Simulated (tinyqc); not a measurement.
## Schottky emission and Poole-Frenkel conduction in an insulator, and how to tell them apart: activation energy against field

Schottky emission (electrode-limited): J = As T^2 exp[-(pb - b sqrt(F))/Vt], b = sqrt(q/(4 pi eps0 ei)). Poole-Frenkel emission (bulk-limited): J = s0 F exp[-(pt - 2 b sqrt(F))/Vt]. F in V/cm.

The activation energy is -d ln J/d(q/kB T) at fixed F.

Inputs (values chosen for the exercise); dielectric values close to those of zirconium oxide:
- T = 325 K (temperature)
- ei = 5.05 (high-frequency relative permittivity)
- pt = 1.28 eV (trap depth)
- s0 = 0.34 S/cm (Poole-Frenkel prefactor)
- pb = 1.17 eV (electrode barrier)
- As = 39 A/(cm^2 K^2) (Richardson constant)

Constants: q = 1.602176634e-19 C, kB = 1.380649e-23 J/K, Vt = kB T/q, eps0 = 8.8541878128e-14 F/cm where lengths are in cm. Results are converted to the units shown.

Result of one run:
```
sqrt(F) ((V/cm)^0.5)  J, Schottky (A/cm^2)  its Ea (eV)  J, Poole-Frenkel (A/cm^2)  its Ea (eV)
1196                              4.008e-9        1.024                   1.260e-8       0.8761
```

Which field F gave this result: 1.43, 2.66, 3.27 or 3.89 MV/cm?

F = 1.43 MV/cm.

The whole series:
```
F (MV/cm)  sqrt(F) ((V/cm)^0.5)  J, Schottky (A/cm^2)  its Ea (eV)  J, Poole-Frenkel (A/cm^2)  its Ea (eV)
0.2                       447.2             4.392e-11        1.150                  2.117e-13        1.129
0.81                      900.0             6.735e-10        1.074                  2.015e-10       0.9760
1.43                       1196              4.008e-9        1.024                   1.260e-8       0.8761
2.04                       1428              1.628e-8       0.9848                   2.966e-7       0.7976
2.66                       1631              5.525e-8       0.9506                   4.454e-6       0.7292
3.27                       1808              1.610e-7       0.9207                   4.649e-5       0.6693
3.89                       1972              4.327e-7       0.8930                   3.995e-4       0.6139
4.5                        2121              1.063e-6       0.8678                   0.002788       0.5636
```

Both activation energies fall linearly in sqrt(F), the Poole-Frenkel one twice as fast (1.13 to 0.564 eV against 1.15 to 0.868 eV). They extrapolate to pt = 1.28 eV and to pb + 2 kB T = 1.23 eV, the 2 kB T coming from the T^2. The smaller current changes from one mechanism to the other between F = 0.81 and 1.43 MV/cm. For F = 2.04, 2.66, 3.27, 3.89, 4.5 a Fowler-Nordheim estimate for tunnelling through pb with a mass of 0.4 m0 exceeds the Schottky current, so tunnelling, left out here, would compete. For F = 2.04, 2.66, 3.27, 3.89, 4.5 a Fowler-Nordheim estimate for tunnelling through pb with a mass of 0.4 m0 exceeds the Poole-Frenkel current, so tunnelling, left out here, would compete.

Numbers from tinyqc (`OMP_NUM_THREADS=1 python tinyqc.py 2370118 2370119 out.jsonl`; about 0.01 s on one thread of a shared Intel Xeon 2.30GHz).
